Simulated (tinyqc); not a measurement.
Inside a calculation. Model: spin coating of a resist or spin-on film: centrifugal thinning, evaporation and the final thickness (Emslie and Meyerhofer models). Computed by tinyqc, a small Python program that keeps every step. Command: `OMP_NUM_THREADS=1 python tinyqc.py 3113481 3113482 out.jsonl spincoat walk`. One thread of a shared host (Intel(R) Xeon(R) Processor @ 2.30GHz), about 0.08 s of CPU time with the checks. Intermediate numbers are printed to about 7 digits and carried at full precision; extremes and crossings named in words are read from the listed rows.

A Newtonian film stays uniform over the wafer; solvent and solids have the same density and the concentration is uniform through the thickness.

Inputs (values chosen for the exercise, of the order of those of a polymer resist in an ester solvent): solids volume fraction c0 = 0.03; kinematic viscosity of the solvent nu_s = 2.1 mm^2/s; viscosity constant k = 920 mm^2/s; viscosity exponent gamma = 3.1; spin speed f = 4000 rpm; evaporation rate at 1000 rpm e0 = 0.25 micrometre/s; starting thickness h0 = 200 micrometre; time t = 1.4 s; wafer radius R = 150 mm; shrinkage in the bake = 0.73 %.

## Rates

omega = 2 pi f/60; nu(c) = nu_s + k c^gamma; evaporation rate e = e0 sqrt(f/1000 rpm). Flow constant K = 2 omega^2/(3 nu(c0)); Reynolds number of the air omega R^2/nu_air with nu_air = 15 mm^2/s.

omega = 418.8790 1/s

nu(c0) = 2.117493 mm^2/s

evaporation rate e = 0.5 micrometre/s

flow constant K = 0.05524131 1/(micrometre^2 s)

Reynolds number of the air = 628318.5

Caution: above a Reynolds number of about 3e5 the air flow near the rim turns turbulent, and evaporation is no longer uniform.

## Thinning without evaporation

dh/dt = -K h^3 gives h = h0/sqrt(1 + 2 K h0^2 t); for long times h = 1/sqrt(2 K t).

h(t) without evaporation = 2.542459 micrometre

long-time form = 2.542664 micrometre

time 1/(2 K h0^2) = 2.262799e-04 s

The long-time form is within 0.0081 %: the starting thickness is forgotten.

## The two-stage estimate

Meyerhofer estimate: flow rules until (1 - c0) K h^3 = e, then evaporation alone: h_w = (e/((1 - c0) K))^(1/3), dry film c0 h_w.

wet thickness h_w = 2.105288 micrometre

dry film, estimate = 63.15863 nm

drying time (1 - c0) h_w/e = 4.084258 s

## First explicit step of the full model

Solids s and liquid l per area start at s = c0 h0, l = (1 - c0) h0. With h = h0 and c = c0: Q = K h^3, K = 2 omega^2/(3 nu); one Euler step of length dt = 0.01 h0/Q for s and l, ds/dt = -c Q, dl/dt = -(1 - c) Q - e.

Q = 441930.5 micrometre/s

dt = 4.525599e-06 s

s = 5.94 micrometre

l = 192.0600 micrometre

Q/e at the start = 883861.0

## The full model

Full model for solids s and liquid l per area, h = s + l, c = s/h: ds/dt = -c Q, dl/dt = -(1 - c) Q - e, Q = 2 omega^2 h^3/(3 nu(c)); integrated adaptively (relative tolerance 1e-9) until l = 0. Dry film = s at l = 0, before the bake; film after the bake = s x (1 - shrinkage).

time to dry = 4.934760 s

dry film = 63.25272 nm

film after the bake = 62.79098 nm

## Course in time

Times are fractions of the time to dry.

History:
```
fraction     t (s)  h (micrometre)          c  nu (mm^2/s)           Q/e    s (nm)
0.003     0.014804        24.53650  0.0300061     2.117504  1.632036e+03  736.2451
0.010     0.049348        13.50238  0.0300367     2.117559  2.719641e+02  405.5672
0.030     0.148043         7.78374  0.0301907     2.117840  5.209392e+01  234.9966
0.100     0.493476         4.18300  0.0311895     2.119734  8.077891e+00  130.4655
0.200     0.986952         2.82741  0.0335691     2.124786  2.488673e+00   94.9135
0.350     1.727166         1.92647  0.0394332     2.140828  7.813004e-01   75.9668
0.500     2.467380         1.37552  0.0495506     2.182878  2.789220e-01   68.1576
0.700     3.454332         0.81197  0.0789224     2.450840  5.110060e-02   64.0829
0.900     4.441284         0.31003  0.2040515     8.767774  7.951163e-04   63.2617
```

Q/e drops below 1 between t = 0.99 and 1.7 s, when c has risen from 0.03 to about 0.039; after that row the solids fall by a further 17 %. The full model gives 1.00 times the two-stage estimate.

## Spin curve

The formulas are those given above.

Dry film against speed:
```
f (rpm)  full model (nm)  estimate (nm)  time to dry (s)
500             178.9042       178.6396         39.46541
1000            126.5051       126.3173         19.73633
1500            103.2911       103.1376         13.15836
2000             89.4528        89.3198          9.86907
3000             73.0379        72.9293          6.57958
4000             63.2527        63.1586          4.93476
6000             51.6456        51.5688          3.28989
```

The full thickness goes as f^-0.500; the estimate as (e/omega^2)^(1/3) = f^(-1/2). The time to dry goes as f^-1.00. A thickness window of 1 % allows a speed error of about 2 %.

Checks made by the program: constant-viscosity run against c0 h0 exp(-int K h^2 dt) (relative difference 1e-05).
